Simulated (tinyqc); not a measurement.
What moves the results: interband optics of a two-band s-p chain from momentum matrix elements. A value that a table varies takes the place of the one given here.

H(k) = [[Es - 2 ts cos ka, 2i V sin ka], [-2i V sin ka, Ep_ + 2 tp cos ka]] in the basis s, p; the lower band is full, with two electrons a cell. The velocity operator times hbar is W = dH/dk (eV angstrom); intra-atomic dipoles are left out.

With w(k) = |<c|W|v>|^2 and D(k) = Ec - Ev, on the mesh k_j = (j + 1/2)/N (2 pi/a): eps(E) = 1 + (8 pi e2/(a Ar)) mean_j (w/D^2) [1/(D - E - i eta) + 1/(D + E + i eta)], e2 = e^2/(4 pi eps0); light polarised along the chains, no local fields.

Constants: e^2/(4 pi eps0) = 14.39964547 eV angstrom; hbar^2/2m0 = 3.80998211 eV angstrom^2.

Parameters, chosen for this exercise:

| symbol | value | unit | meaning |
|---|---|---|---|
| a | 4.21 | angstrom | period |
| Es | 2.52 | eV | upper orbital (s) |
| Ep_ | -2.77 | eV | lower orbital (p) |
| ts | 0.35 | eV | s-s hopping |
| tp | 0.68 | eV | p-p hopping |
| V | 0.58 | eV | s-p hopping |
| Ar | 13.5 | angstrom^2 | cross-section per chain |
| eta | 0.1 | eV | Lorentzian half width |
| E | 2.47 | eV | photon energy |

## Joint density of states against eps2

Mesh of 2000 points. J(E) = mean of (eta/pi)/((E - D)^2 + eta^2). The fourth column is J times the constant (8 pi^2 e2/(a Ar)) mean(w/D^2). R = |(sqrt(eps) - 1)/(sqrt(eps) + 1)|^2.

Spectrum:

| E (eV) | J (1/eV) | eps2 | eps2 with constant element | eps1 | R |
|---|---|---|---|---|---|
| 2.63 | 0.014 | 0.380 | 0.139 | 4.426 | 0.127 |
| 3.11 | 0.105 | 3.922 | 1.034 | 8.818 | 0.273 |
| 3.60 | 0.210 | 4.655 | 2.069 | -2.363 | 0.445 |
| 4.08 | 0.163 | 1.270 | 1.608 | -1.281 | 0.466 |
| 4.56 | 0.152 | 0.343 | 1.493 | -0.189 | 0.372 |
| 5.05 | 0.152 | 0.142 | 1.495 | 0.595 | 0.018 |
| 5.53 | 0.160 | 0.254 | 1.580 | 1.127 | 0.004 |
| 6.02 | 0.180 | 0.566 | 1.768 | 1.503 | 0.022 |
| 6.50 | 0.217 | 1.106 | 2.140 | 1.740 | 0.052 |
| 6.98 | 0.316 | 2.263 | 3.113 | 1.697 | 0.120 |
| 7.47 | 0.169 | 1.404 | 1.662 | -2.094 | 0.584 |
| 7.95 | 0.021 | 0.158 | 0.205 | -0.386 | 0.700 |

Transitions span 3.230 to 7.350 eV. Among the energies listed J peaks at 6.98 eV and eps2 at 3.60 eV. The ratio of eps2 to the constant-element value is 2.25 at 3.60 eV and 0.73 at 6.98 eV: w/D^2 is 2.286 angstrom^2 at the zone centre and 0.441 at the edge.

## Mesh against broadening

eps2 at E for three widths, and eps(0) at eta = 0; the last row is the mesh of 2000 points.

Convergence:

| N | eta = 0.03 eV | eta = 0.1 eV | eta = 0.3 eV | eps(0) |
|---|---|---|---|---|
| 4 | 0.008 | 0.027 | 0.079 | 1.6570 |
| 8 | 0.056 | 0.187 | 0.520 | 2.4508 |
| 16 | 0.076 | 0.250 | 0.679 | 2.5255 |
| 32 | 0.076 | 0.252 | 0.681 | 2.5257 |
| 64 | 0.076 | 0.252 | 0.681 | 2.5257 |
| 128 | 0.076 | 0.252 | 0.681 | 2.5257 |
| 2000 | 0.076 | 0.252 | 0.681 | 2.5257 |

The first N from which eps2 stays within 2 % of the last row is 16 for eta = 0.03, 16 for 0.1 and 16 for 0.3 eV; for eps(0) and 0.1 % it is 16. E lies outside the range of transitions, so eps2 is only the tail of the broadening and grows with eta.

## Static constant against the gap

Es takes the values listed; mesh of 400 points; the Penn-type estimate is 1 + 8 pi c e2 n_eff/(a Ar Dm^2) with Dm the f-weighted mean of D, f = w/(c D), n_eff = 2 mean(f), c = hbar^2/2m0.

Results:

| Es (eV) | smallest D (eV) | Dm (eV) | n_eff | eps(0) | estimate |
|---|---|---|---|---|---|
| 2.22 | 2.930 | 4.908 | 1.261 | 2.917 | 2.270 |
| 2.52 | 3.230 | 5.213 | 1.189 | 2.526 | 2.061 |
| 3.02 | 3.730 | 5.720 | 1.085 | 2.086 | 1.805 |
| 3.52 | 4.230 | 6.226 | 0.998 | 1.804 | 1.625 |
| 4.52 | 5.230 | 7.235 | 0.861 | 1.480 | 1.399 |
| 5.52 | 6.230 | 8.242 | 0.756 | 1.311 | 1.270 |
| 7.52 | 8.230 | 10.252 | 0.609 | 1.154 | 1.141 |

eps(0) - 1 falls from 1.917 to 0.154, as Dm^-3.42; a fixed n_eff would give the power -2, and n_eff goes from 1.261 to 0.609. The single-gap estimate is low by 33.7 % of eps(0) - 1 in the first row and 8.7 % in the last, since 1/D^2 favours the smallest separations. n_eff need not equal the 2 electrons of the cell: a two-orbital basis with chosen hoppings does not obey the free-electron sum rule.

## What moves the optical response

Mesh of 400 points; n_eff = 2 mean(w/(c D)), c = hbar^2/2m0. Each row changes one parameter from the base and keeps the others.

Results:

| case | smallest D (eV) | largest D (eV) | n_eff | eps(0) |
|---|---|---|---|---|
| base | 3.230 | 7.350 | 1.189 | 2.526 |
| a = 4.421 angstrom | 3.230 | 7.350 | 1.311 | 2.602 |
| Es = 2.82 eV | 3.530 | 7.650 | 1.124 | 2.237 |
| ts = 0.42 eV | 3.090 | 7.490 | 1.202 | 2.645 |
| V = 0.638 eV | 3.230 | 7.350 | 1.418 | 2.805 |
| Ar = 14.85 angstrom^2 | 3.230 | 7.350 | 1.189 | 2.387 |

The largest shifts from the base row, up to three for each result and ties (the steps differ in size, so this ranks the rows, not the parameters). smallest D (eV): Es +0.300, ts -0.140; unchanged at the printed digits by a, V and Ar. largest D (eV): Es +0.300, ts +0.140; unchanged at the printed digits by a, V and Ar. n_eff: V +0.229, a +0.122, Es -0.064; unchanged at the printed digits by Ar. eps(0): Es -0.288, V +0.279, Ar -0.139.

tinyqc: `OMP_NUM_THREADS=1 python tinyqc.py 1681779 1681780 out.jsonl`; about 0.01 s, one thread, shared Intel(R) Xeon(R) Processor @ 2.30GHz.
